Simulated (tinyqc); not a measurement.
Inputs raised by 5 %, one at a time: electron-beam lithography: double-Gaussian proximity function, edge placement and dose correction for parallel lines. Computed by tinyqc, a small Python program. Command: `OMP_NUM_THREADS=1 python tinyqc.py 3110514 3110515 out.jsonl proximity sens`. One thread of a shared host (Intel(R) Xeon(R) Processor @ 2.30GHz), about 0.02 s of CPU time with the checks.

Lines are infinitely long. Absorbed energy is counted so that the middle of a very large area written at dose 1 receives 1; the resist develops where it exceeds 1/2.

Inputs (values chosen for the exercise, of the order of those for 30 keV electrons in resist on silicon):
```
quantity,value,unit
forward range alpha,0.025,micrometre
backscatter range beta,4.8,micrometre
backscatter ratio eta,0.48,-
base dose D0,160,microcoulomb/cm^2
beam current,0.7,nA
pixel size,5,nm
width of the test line,0.068,micrometre
pattern density around the test line,0.59,-
```

line widths (micrometre): [0.074, 1.4, 0.075, 0.042]

gaps between the lines (micrometre): [0.12, 0.052, 4.1]

Constants: e = 1.602176634e-19 C.

Method:
- The first line starts at x = 0; each next one starts after the width and the gap.
- f(r) = [exp(-r^2/alpha^2)/alpha^2 + eta exp(-r^2/beta^2)/beta^2]/(pi (1 + eta)). A line from a to b at dose d gives E(x) = d [S(alpha) + eta S(beta)]/(1 + eta), S(s) = [erf((b - x)/s) - erf((a - x)/s)]/2.
- M_ij is the mean of E at the two edges of line i from line j at dose 1.
- Uncorrected edge energies are M 1. Solve M d = 1/2 for the doses d that put the mean edge energy of every line at the threshold.
- A test line of width w << beta in surroundings of density rho, all at dose d: near its edge E(x) = d [S + eta rho]/(1 + eta), S = [erf((b - x)/alpha) - erf((a - x)/alpha)]/2 for edges a and b, the second term being the background energy. Dose to size d_s = (1 + eta)/(erf(w/alpha) + 2 eta rho), dose = d_s D0; edge slope d [1 - exp(-w^2/alpha^2)]/(sqrt(pi) alpha (1 + eta)); width change per 1 % of dose = 2 x 0.01 x (1/2)/slope.
- With dose = d_s D0: electrons per pixel N = dose x pixel area/e; relative noise 1/sqrt(N); time per cm^2 of pattern area = dose x density/current; pixel rate = current/(dose x pixel area).

Runs:
```
input moved,from,to,dose to size d_s,largest over smallest dose,writing time per cm^2 (h),shot noise (%)
base run,-,-,0.94491,1.1266,35.397,6.5107
forward range alpha (micrometre),0.025,0.02625,0.94499,1.1346,35.400,6.5105
backscatter range beta (micrometre),4.8,5.04,0.94491,1.1162,35.397,6.5107
backscatter ratio eta,0.48,0.504,0.94318,1.1319,35.332,6.5167
width of the test line (micrometre),0.068,0.0714,0.94487,1.1266,35.395,6.5109
pattern density around the test line,0.59,0.6195,0.92813,1.1266,36.507,6.5693
base dose D0 (microcoulomb/cm^2),160,168,0.94491,1.1266,37.167,6.3538
pixel size (nm),5,5.25,0.94491,1.1266,35.397,6.2007
```

Exponents ln(y'/y) / ln(x'/x):
```
input,dose to size d_s,largest over smallest dose,writing time per cm^2,shot noise
forward range alpha,0.002,0.145,0.002,-0.001
backscatter range beta,0.000,-0.190,0.000,0.000
backscatter ratio eta,-0.038,0.097,-0.038,0.019
width of the test line,-0.001,0.000,-0.001,0.000
pattern density around the test line,-0.367,0.000,0.633,0.184
base dose D0,0.000,0.000,1.000,-0.500
pixel size,0.000,0.000,0.000,-1.000
```

To which inputs is each result most sensitive?

Among the inputs moved here: dose to size d_s answers most in size to pattern density around the test line (exponent -0.367), next to backscatter ratio eta (-0.038); its exponent is below 0.0005 for backscatter range beta, base dose D0, pixel size. Largest over smallest dose answers most in size to backscatter range beta (exponent -0.190), next to forward range alpha (+0.145); its exponent is below 0.0005 for width of the test line, pattern density around the test line, base dose D0, pixel size. Writing time per cm^2 answers most in size to base dose D0 (exponent +1.000), next to pattern density around the test line (+0.633); its exponent is below 0.0005 for backscatter range beta, pixel size. Shot noise answers most in size to pixel size (exponent -1.000), next to base dose D0 (-0.500); its exponent is below 0.0005 for backscatter range beta, width of the test line.

Extremes, crossings and ranges named in words are read from the listed rows.
